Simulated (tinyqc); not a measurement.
Linear model of a band gap against the share of exact exchange: sweeps and comparisons. A value that a table varies takes the place of the one given here.

E(alpha) = E0 + S alpha. A wider gap screens less, modelled in the Penn form eps(alpha) = 1 + (e0 - 1)(EP/(EP + S alpha))^2 with a scale EP chosen for the exercise. A dielectric-dependent hybrid takes alpha = 1/eps.

Parameters, chosen for this exercise (of the order of those of AlN; shifted at random, so the results belong to these values and not to a real crystal): E0 = 4.2 eV (gap of the semi-local functional); S = 7.65 eV (slope dE/d(alpha)); e0 = 5.11 (optical dielectric constant at alpha = 0); EP = 20.6 eV (energy scale of the screening); Et = 6.18 eV (target gap).

## Sweep of alpha

Also the exciton scale relative to alpha = 0, (m/m(0))(eps(0)/eps)^2, with a mass proportional to E + D, D = E0/2 + 0.3 eV, a k.p rule for direct gaps only.

Results:
```
alpha  E (eV)    eps  alpha eps  exciton scale
0.00    4.200  5.110      0.000           1.00
0.05    4.582  4.962      0.248           1.12
0.10    4.965  4.821      0.482           1.25
0.15    5.348  4.688      0.703           1.39
0.20    5.730  4.561      0.912           1.55
0.25    6.112  4.441      1.110           1.71
0.35    6.878  4.219      1.477           2.06
0.50    8.025  3.924      1.962           2.68
```

alpha eps reaches 1 between alpha = 0.2 and 0.25 (fixed point 0.222), and the target gap is met between 0.25 and 0.35. At the fixed point the gap is 5.90 eV, -0.28 eV from the target. From 0 to 0.25 the gap grows by 1.91 eV while eps falls by 13 %; the exciton scale, which takes both, grows by a factor of 1.71.

## What each parameter does

Fixed point alpha = 1/eps(alpha), gap and eps there. Each row changes one parameter from the base and keeps the others.

Results:
```
case            alpha  E (eV)    eps
base           0.2218   5.897  4.508
E0 = 4.62 eV   0.2218   6.317  4.508
S = 8.415 eV   0.2248   6.092  4.448
e0 = 4.599     0.2490   6.105  4.015
EP = 18.54 eV  0.2252   5.923  4.441
```

The largest shifts from the base row, up to three for each result and ties (the steps differ in size, so this ranks the rows, not the parameters). alpha: e0 +0.0272, EP +0.0034, S +0.0030; unchanged at the printed digits by E0. E (eV): E0 +0.420, e0 +0.208, S +0.195. eps: e0 -0.493, EP -0.067, S -0.061; unchanged at the printed digits by E0.

tinyqc: `OMP_NUM_THREADS=1 python tinyqc.py 1851019 1851020 out.jsonl`; about 0.01 s, one thread, shared Intel(R) Xeon(R) Processor @ 2.30GHz.
